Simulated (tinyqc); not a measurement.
Inside a calculation: strain-driven crossing of the Gamma and L valleys in a germanium-like crystal. Values are carried at full precision from step to step, so a last printed digit may differ when a step is redone from the rounded ones.

Biaxial loads: e0 is the in-plane strain e_par and the normal is free. (001): e_perp = -2 (C12/C11) e_par; exx = eyy = e_par, ezz = e_perp, no shear. (111): e_perp = -(2 C11 + 4 C12 - 4 C44)/(C11 + 2 C12 + 4 C44) e_par; exx = eyy = ezz = (2 e_par + e_perp)/3 and exy = eyz = ezx = (e_perp - e_par)/3. (110): e_perp = -(C11 + 3 C12 - 2 C44)/(C11 + C12 + 2 C44) e_par; exx = eyy = (e_par + e_perp)/2, ezz = e_par, exy = (e_perp - e_par)/2, eyz = ezx = 0. Uniaxial loads: a stress along n, scaled so that n.e.n = e0, with exx = s11 sxx + s12 (syy + szz), exy = s44 sxy/2, s11 = (C11 + C12)/((C11 - C12)(C11 + 2 C12)), s12 = -C12/((C11 - C12)(C11 + 2 C12)), s44 = 1/C44.

Constants: kB = 8.617333262e-05 eV/K; hc = 1239.841984 eV nm.

Values chosen for the exercise (near those of Ge, gaps at low temperature; shifted at random, so the results belong to these values and not to a real crystal):
- C11 = 128.2 GPa
- C12 = 48.8 GPa
- C44 = 67.5 GPa
- load = uniaxial [110] (kind of strain)
- e0 = 0.0394 (size of the strain)
- Eg = 0.886 eV (gap at Gamma to the s-like level)
- EgL = 0.743 eV (gap to L)
- Dso = 0.289 eV (spin-orbit splitting)
- ac = -8.13 eV (conduction deformation potential)
- av = 1.24 eV (valence hydrostatic potential)
- b = -2.59 eV (tetragonal shear potential)
- d = -5.23 eV (trigonal shear potential)
- aL = -1.53 eV (hydrostatic potential of the L edge, Xd + Xu/3)
- XuL = 16.38 eV (uniaxial potential, L)
- mG = 0.0404 m0 (mass at Gamma)
- mL = 0.541 m0 (density-of-states mass of the four L valleys together)
- T = 77 K (temperature)

## The strain tensor for a uniaxial [110] load

Form the tensor and its trace.

strain tensor in the cubic axes:
```
          x         y          z
x  0.019353  0.020047   0.000000
y  0.020047  0.019353   0.000000
z  0.000000  0.000000  -0.014733
```

tr(e) = 0.023972

## Band edges

Edges from the unstrained valence top: Gamma at Eg + ac tr(e); an L valley with unit axis u at EgL + aL tr(e) + XuL (u.e.u - tr(e)/3), u along [111], [1-1-1], [-11-1], [-1-11]; valence edges are the levels of the 6 x 6 matrix of X, Y, Z times spin with -Dso/3 + l exx + m (eyy + ezz) on the diagonal (cyclic), n exy off it, l = av + 2 b, m = av - b, n = sqrt(3) d. Spin-orbit term (Dso/3) L.sigma on X, Y, Z with (L_k)_ij = -i epsilon_kij: <X+|H|Y+> = -i Dso/3, <X+|H|Z-> = Dso/3, <Y+|H|Z-> = -i Dso/3, <Z+|H|X-> = -Dso/3, <Z+|H|Y-> = i Dso/3, <X-|H|Y-> = i Dso/3, and their conjugates; + and - are the spin along z.

Give the edges and the direct and indirect gaps from the top valence edge.

Gamma edge = 0.6911 eV

L edges (eV): [111] 0.9252, [1-1-1] 0.4874, [-11-1] 0.4874, [-1-11] 0.9252

valence edges from the top (eV): 0.1751  0.0136  -0.3884

direct and indirect gap (eV): 0.5161  0.3123

The gap is indirect: Gamma lies 204 meV above the lowest L valley. The top two valence edges are 161 meV apart. At strains above 3 % second-order terms, left out here, matter.

## Electrons in the Gamma valley

Non-degenerate, parabolic: share = mG^(3/2)/(mG^(3/2) + (mL^(3/2)/4) sum_i exp(-(E_Li - E_Gamma)/kT)). Also the offset at which four equal L valleys hold half of the electrons, kT ln((mL/mG)^(3/2)), and the wavelength hc/E of the direct gap.

(mL/mG)^(3/2) = 49.00
share in Gamma = 1.90e-13 %
offset for an even split = 25.8 meV
wavelength = 2403 nm

With the L valleys as they lie here, Gamma must be 21 meV below the lowest of them to hold half of the electrons at 77 K; it lies 204 meV above. A direct gap alone is not enough.

(tinyqc, `OMP_NUM_THREADS=1 python tinyqc.py 1050175 1050176 out.jsonl`, Intel(R) Xeon(R) Processor @ 2.30GHz, 1 thread, shared host, about 0.01 s.)
